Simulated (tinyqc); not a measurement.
# Circuit elements from the admittance matrix

Inverse problem. Y belongs to a common-source circuit with y11 = i w (Cgs + Cgd), y12 = -i w Cgd, y21 = gm - i w Cgd, y22 = gds + i w (Cgd + Cd) and a resistance Rg in series with the gate; w = 2 pi f. Find Rg, Cgs + Cgd, Cgd, gm, gds and Cd.

Values chosen for this exercise:
```
symbol,value,unit,meaning
f,1,GHz,signal frequency
```

Y with Rg (mS):
```
                         1                        2
1   0.00007200+0.15833649i  -0.00002743-0.06031857i
2  50.06623235-0.08308601i   4.45591244+0.15192992i
```

Solution. 1/Y11 = Rg + 1/(i w (Cgs + Cgd)) gives Rg; removing it from Z11 returns the inner y, whose parts are read off.

Rg = 2.872 ohm
Cgs + Cgd = 25.20 fF
Cgd = 9.600 fF
gm = 50.07 mS
gds = 4.456 mS
Cd = 13.20 fF

Numbers from tinyqc (`OMP_NUM_THREADS=1 python tinyqc.py 2150101 2150102 out.jsonl`; about 0.01 s on one thread of a shared Intel Xeon 2.30GHz).
